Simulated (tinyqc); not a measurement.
Inside a calculation. Model: configuration-coordinate model of a defect: Huang-Rhys factor and luminescence line shape. Computed by tinyqc, a small Python program that keeps every step. Command: `OMP_NUM_THREADS=1 python tinyqc.py 3007741 3007742 out.jsonl ccline walk`. One thread of a shared host (Intel(R) Xeon(R) Processor @ 2.30GHz), about 0.01 s of CPU time with the checks. Intermediate numbers are printed to about 5 digits and carried at full precision; extremes and crossings named in words are read from the listed rows.

Ground state E_g(Q) = (1/2) omega_g^2 Q^2; excited state E_e(Q) = E_0 + (1/2) omega_e^2 (Q - dQ)^2 with omega_e = omega_g and E_0 = E_ZPL. Q is mass-weighted; the dipole does not depend on Q (Condon approximation).

Inputs (values chosen for the exercise, for a model defect):

| quantity | value | unit |
|---|---|---|
| zero-phonon energy E_ZPL | 1.03 | eV |
| displacement dQ | 2.33 | u^(1/2) angstrom |
| ground-state phonon hbar omega_g | 18.3 | meV |
| temperature T | 20 | K |
| refractive index n_r | 2.64 | - |
| transition dipole mu | 0.57 | e angstrom |
| quenching prefactor nu_0 | 8e+12 | 1/s |

Modes: equal frequencies in both states.

Constants: hbar^2/u = 4.18015928e-03 eV angstrom^2; k_B = 8.617333262e-05 eV/K; hbar = 6.582119569e-16 eV s; e = 1.602176634e-19 C; eps_0 = 8.8541878128e-12 F/m; hbar = 1.054571817e-34 J s; c = 299792458 m/s.

## Huang-Rhys factors and vertical energies

S = hbar omega dQ^2/(2 hbar^2/u) for each state; relaxation energy S hbar omega; absorption at E_0 + S_e hbar omega_e, emission at E_0 - S_g hbar omega_g; the Stokes shift is their difference.

S_g = 11.883

S_e = 11.883

relaxation energy, ground state = 0.21747 eV

relaxation energy, excited state = 0.21747 eV

vertical absorption energy = 1.2475 eV

vertical emission energy = 0.81253 eV

Stokes shift = 0.43493 eV

The coupling is strong: a broad band, with almost no zero-phonon line.

## Emission lines at zero temperature

From the lowest excited level the line to ground level n lies at E_ZPL - n hbar omega_g with Franck-Condon weight exp(-S) S^n/n!; the emitted intensity carries a further factor E^3. S = S_g; up to eleven lines, of positive energy only, from n = max(0, integer part of S - 5).

Lines:

| n | energy (eV) | weight | intensity / largest |
|---|---|---|---|
| 6 | 0.9202 | 0.02700 | 0.3203 |
| 7 | 0.9019 | 0.04584 | 0.5120 |
| 8 | 0.8836 | 0.06809 | 0.7151 |
| 9 | 0.8653 | 0.08991 | 0.8868 |
| 10 | 0.8470 | 0.10684 | 0.9884 |
| 11 | 0.8287 | 0.11542 | 1.0000 |
| 12 | 0.8104 | 0.11430 | 0.9261 |
| 13 | 0.7921 | 0.10448 | 0.7905 |
| 14 | 0.7738 | 0.08869 | 0.6255 |
| 15 | 0.7555 | 0.07026 | 0.4612 |
| 16 | 0.7372 | 0.05218 | 0.3183 |

The weight peaks at n = 11 and the intensity at n = 11.

## Band at temperature T

Overlaps <m_e|n_g> of harmonic-oscillator functions (Hermite recursion, positive leading coefficients) by a sum over an even grid (700 points from x = -9 to 9 + d for the small table, 1500 points from -16 to 16 + d for the thermal sums), with x = Q sqrt(omega_g/hbar), d = sqrt(2 S_g) and frequency ratio omega_e/omega_g. Initial levels m = 0..24 carry Boltzmann weights exp(-m hbar omega_e/k_B T), normalised; final levels n = 0..79; a line lies at E_ZPL + m hbar omega_e - n hbar omega_g with weight w_m <m|n>^2. Moments are taken over these weights without the E^3 factor; FWHM = 2 sqrt(2 ln 2) x standard deviation; the zero-phonon weight is the sum of w_m <m|m>^2.

mean emission energy = 0.81253 eV

FWHM from the second moment = 0.14856 eV

zero-phonon weight = 6.9240e-06

skewness = -0.29007

## Crossing, radiative lifetime and thermal quenching

The curves cross at the root Q_c nearest dQ; the barrier is (1/2) omega_e^2 (Q_c - dQ)^2, with (1/2) omega^2 = (hbar omega)^2/(2 hbar^2/u). k_r = n_r omega^3 mu^2/(3 pi eps_0 hbar c^3) at the vertical emission energy, without local-field correction; k_nr = nu_0 exp(-barrier/k_B T) (Mott-Seitz); yield = k_r/(k_r + k_nr); T_1/2 = barrier/(k_B ln(nu_0/k_r)).

Q_c = 6.6829 u^(1/2) angstrom

classical barrier = 0.75898 eV

radiative lifetime = 572.47 ns

luminescence yield = 1

quenching temperature T_1/2 = 574.27 K

At 20.0 K the centre is bright; tunnelling, left out here, starts the quenching earlier.

## Width and zero-phonon weight against temperature

For comparison: FWHM(0) sqrt(coth(hbar omega_e/2 k_B T)) with FWHM(0) from the first row, and exp(-S_g coth(hbar omega_e/2 k_B T)).

Against temperature:

| T (K) | mean energy (eV) | FWHM (eV) | coth law (eV) | zero-phonon weight | exp(-S coth) |
|---|---|---|---|---|---|
| 11 | 0.81253 | 0.14855 | 0.14855 | 6.9042e-06 | 6.9042e-06 |
| 32 | 0.81253 | 0.14875 | 0.14875 | 7.9938e-06 | 6.6920e-06 |
| 64 | 0.81253 | 0.15403 | 0.15403 | 5.8594e-05 | 2.8263e-06 |
| 110 | 0.81253 | 0.17192 | 0.17192 | 6.0253e-04 | 1.2238e-07 |
| 170 | 0.81253 | 0.19953 | 0.19953 | 2.6122e-03 | 4.8944e-10 |
| 250 | 0.81253 | 0.23462 | 0.23462 | 6.4007e-03 | 1.3393e-13 |
| 360 | 0.81253 | 0.27744 | 0.27745 | 1.1148e-02 | 9.9520e-19 |

The width grows by a factor 1.87, flat while k_B T is well below hbar omega and as sqrt(T) above; for equal frequencies the coth law is exact. The mean energy stays fixed, as it must for equal frequencies. The zero-phonon weight goes from 6.90e-6 to 0.0111; the single exponential assumes equal frequencies, leaves out lines that absorb and emit the same number of phonons, and falls to 9.95e-19. The rise of the weight is a feature of one sharp mode; with a spread of mode energies those lines leave the zero-phonon energy and the weight falls.

Checks made by the program: grid overlaps at equal frequencies against the Poisson weights (relative difference below 1e-10); width at T against the coth law (relative difference below 1e-10).
